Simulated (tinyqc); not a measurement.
Inside a calculation. Method: Jacobi rotations on a symmetric matrix. One step of it, computed by the program tinyqc.

Task: Jacobi rotation 1. Take the largest off-diagonal element A_pq; tan 2 theta = 2 A_pq / (A_qq - A_pp) with |theta| <= pi/4; A' = J^T A J with J_pp = J_qq = cos, J_pq = sin, J_qp = -sin.

A:
```
[[0.051000, -0.059000, -0.019000, -0.073000, -0.003000],
 [-0.059000, 1.307000, 0.029000, 0.341000, -0.115000],
 [-0.019000, 0.029000, 2.307000, 0.086000, 0.084000],
 [-0.073000, 0.341000, 0.086000, 4.208000, 0.047000],
 [-0.003000, -0.115000, 0.084000, 0.047000, 4.739000]]
```

Give: p, q, theta; A'.

Result:

p, q, theta (rad): [2.0000, 4.0000, 0.1154]

A':
```
[[0.0510, -0.0502, -0.0190, -0.0793, -0.0030],
 [-0.0502, 1.2675, 0.0189, 0.0000, -0.1196],
 [-0.0190, 0.0189, 2.3070, 0.0888, 0.0840],
 [-0.0793, 0.0000, 0.0888, 4.2475, 0.0334],
 [-0.0030, -0.1196, 0.0840, 0.0334, 4.7390]]
```
